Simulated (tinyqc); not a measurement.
Cahn-Hilliard equation on a periodic one-dimensional grid: one step, computed by the program tinyqc.

Free energy F = h sum_j [A (c_j^2 - 1)^2/4 + (kappa/2) ((c_(j+1) - c_j)/h)^2]; dc/dt = Lap(mu), mu = A (c^3 - c) - kappa Lap(c), Lap(y)_j = (y_(j+1) - 2 y_j + y_(j-1))/h^2, mobility 1; the grid has n = 16 points.

Question. Linear stability. f'' = A (3 c0^2 - 1). Mode m has lambda_m = (4/h^2) sin^2(pi m/n) and the rate w_m = -lambda_m (f'' + kappa lambda_m). In the continuum the fastest wavelength is 2 pi sqrt(2 kappa/|f''|) with the rate f''^2/(4 kappa). Explicit steps near c = +-1, where f'' = 2A, are stable for dt < 2/(16 kappa/h^4 + 8 A/h^2).

Inputs (values chosen for the exercise, in reduced units):
```
quantity                    value  unit
spacing h                     1.1     -
well depth A                  1.3     -
gradient coefficient kappa    1.4     -
mean composition c0          0.17     -
```

Give: f''; Modes of the grid; fastest wavelength; largest rate; explicit limit of dt.

Answer.

f'' = -1.18729

Modes of the grid:
```
m  lambda_m     w_m
1     0.126    0.13
2     0.484    0.25
3     1.020   -0.25
4     1.653   -1.86
5     2.285   -4.60
6     2.822   -7.80
7     3.180  -10.38
8     3.306  -11.37
```

fastest wavelength = 9.649

largest rate = 0.2517

explicit limit of dt = 0.08370
